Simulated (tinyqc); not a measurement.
Inside a calculation. Model: space-charge-limited current with shallow traps.

Computed by the program tinyqc: `OMP_NUM_THREADS=1 python tinyqc.py 2370093 2370094 out.jsonl`, one thread of a shared Intel Xeon 2.30GHz, about 0.01 s for the whole run. Printed values are rounded.

One carrier type, drift only, an injecting contact at x = 0 (zero field) and thickness L. The share th = y/(1 + y), y = (Nc/Nt) exp(-Et/kB T), of the injected charge is free: J = q mu n F, eps0 eps_r dF/dx = q (n - n0)/th.

Values chosen for this exercise: temperature T = 300 K; relative permittivity eps_r = 7.2; mobility mu = 0.0017 cm^2/(V s); thickness L = 1100 nm; band density of states Nc = 3.2e20 cm^-3; trap density Nt = 3.7e16 cm^-3; trap depth Et = 0.42 eV; free carrier density in equilibrium n0 = 6.2e10 cm^-3; voltage V = 5.7 V.

Constants: q = 1.602176634e-19 C, kB = 1.380649e-23 J/K, Vt = kB T/q, eps0 = 8.8541878128e-14 F/cm where lengths are in cm. Results are converted to the units shown.

Range of the model: Diffusion and a field-dependent mobility are left out. With injecting contacts the diffusion current, about 4 pi^2 Vt th eps0 eps_r mu V/L^3, equals the Mott-Gurney current at V = 35 kB T/q (0.9 V at 300 K), so the drift-only result needs V well above that.

## Limits and characteristic voltages

Ohmic J = q n0 mu V/L; Mott-Gurney J = (9/8) th eps0 eps_r mu V^2/L^3; they cross at Vx = 8 q n0 L^2/(9 th eps0 eps_r); traps fill at V_TFL = q Nt L^2/(2 eps0 eps_r).

th = 7.60201e-4
ohmic J = 8.75051e-7 A/cm^2
Mott-Gurney J = 2.26247e-5 A/cm^2
Vx = 0.220458 V
V_TFL = 56.2583 V

## The exact current

Exact: with u = n0/n(L), w = -u - ln(1 - u) and v = -u - u^2/2 - ln(1 - u), V = (q n0 L^2/(th eps0 eps_r)) v/w^2 and J = q^2 n0^2 mu L/(th eps0 eps_r w). v/w^2 falls steadily with u, so u follows by bisection.

v/w^2 = 22.9825
u = 0.0561039
w = 0.00163529
J = 2.32832e-5 A/cm^2
exit field over V/L = 1.49280

J is 0.92 % below the plain sum of the two limits; the exit field lies between the ohmic 1 and the Mott-Gurney 1.5.
